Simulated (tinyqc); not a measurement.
Inside a calculation. Method: tight binding, kagome lattice. One step of it, computed by the program tinyqc.

Question. Bloch Hamiltonian at K. H_AB = -t1 - t2 exp(-i k.a1), H_AC = -t1 - t2 exp(-i k.a2), H_BC = -t1 - t2 exp(i k.(a1 - a2)), H_CC = delta.

Parameters chosen for this model:
```
parameter     value                unit
t1         1.360000    eV, up triangles
t2         1.360000  eV, down triangles
delta             0        eV on site C
```

k point K (fractions of the reciprocal vectors): [0.333333, 0.666667]

Give: H(k) at K.

Answer.

H(k) at K (eV), order A, B, C:
```
[[0.000, -0.680+1.178i, -0.680-1.178i],
 [-0.680-1.178i, 0.000, -0.680+1.178i],
 [-0.680+1.178i, -0.680-1.178i, 0.000]]
```
